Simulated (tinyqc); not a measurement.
# Changing the energy relaxation time tau_E

Model: velocity overshoot from momentum and energy balance equations after a field step. Computed by tinyqc, a small Python program. Command: `OMP_NUM_THREADS=1 python tinyqc.py 3026388 3026389 out.jsonl overshoot sweep`. One thread of a shared host (Intel(R) Xeon(R) Processor @ 2.30GHz), about 0.02 s of CPU time with the checks.

At t = 0 the field jumps from 0 to F in a uniform sample. v is the drift velocity and u = w - (3/2) k_B T the excess energy per carrier.

Inputs (values chosen for the exercise, modelled on electrons in germanium except for tau_E):

| quantity | value | unit |
|---|---|---|
| effective mass m | 0.12 | m_0 |
| low-field mobility mu_0 | 3900 | cm^2/(V s) |
| saturation velocity v_s | 0.7 | 1e7 cm/s |
| field after the step F | 2.9 | kV/cm |
| lattice temperature T | 300 | K |
| time step dt | 8.6 | fs |

Scheme: explicit Euler.

Constants: m_0 = 9.1093837015e-31 kg; e = 1.602176634e-19 C; k_B = 8.617333262e-05 eV/K.

Method:
- dv/dt = e F/m - v/tau_m(u), du/dt = e F v - u/tau_E, tau_m(u) = tau_0/(1 + c u), tau_0 = m mu_0/e, c = mu_0/(e tau_E v_s^2); this choice gives the steady state v (1 + mu_0 F v/v_s^2) = mu_0 F, which saturates at v_s. Steady velocity v = 2 mu_0 F/(1 + sqrt(1 + 4 (mu_0 F/v_s)^2)); u = e F v tau_E; carrier temperature T + 2u/(3 k_B), neglecting the drift energy m v^2/2.
- Step: v_new = v + dt (e F/m - v/tau_m(u)), u_new = u + dt (e F v - u/tau_E). Start v = u = 0; the distance adds dt (v + v_new)/2.
- Run to 8 times the larger of tau_E and tau_0, but at most 20001 steps, and stop early if |v| > 1000 v_s or u < -1/(2c); the run is accepted if the last v is within 0.5 % of the steady value.

One run for each value:

| energy relaxation time tau_E (ps) | peak over steady velocity | time of the peak (fs) | distance at the peak (nm) | steady carrier temperature (K) |
|---|---|---|---|---|
| 0.10 | 1.063 | 292.4 | 11.36 | 311.6 |
| 0.15 | 1.120 | 301.0 | 12.19 | 317.4 |
| 0.24 | 1.201 | 318.2 | 13.67 | 327.8 |
| 0.36 | 1.280 | 344.0 | 15.74 | 341.7 |
| 0.55 | 1.368 | 378.4 | 18.58 | 363.7 |
| 0.85 | 1.462 | 421.4 | 22.29 | 398.4 |
| 1.30 | 1.554 | 473.0 | 26.92 | 450.5 |
| 2.00 | 1.645 | 533.2 | 32.59 | 531.6 |

Over the rows, peak over steady velocity rises from 1.06 to 1.65 (exponent d ln y / d ln x between 0.13 and 0.16); time of the peak (fs) rises from 292 to 533 (exponent d ln y / d ln x 0.071 between the first rows and 0.28 between the last); distance at the peak (nm) rises from 11.4 to 32.6 (exponent d ln y / d ln x 0.17 between the first rows and 0.44 between the last). The steady velocity is the same in every row; a longer tau_E delays the heating and so lets v climb further towards mu_0 F.

Extremes, crossings and ranges named in words are read from the listed rows.
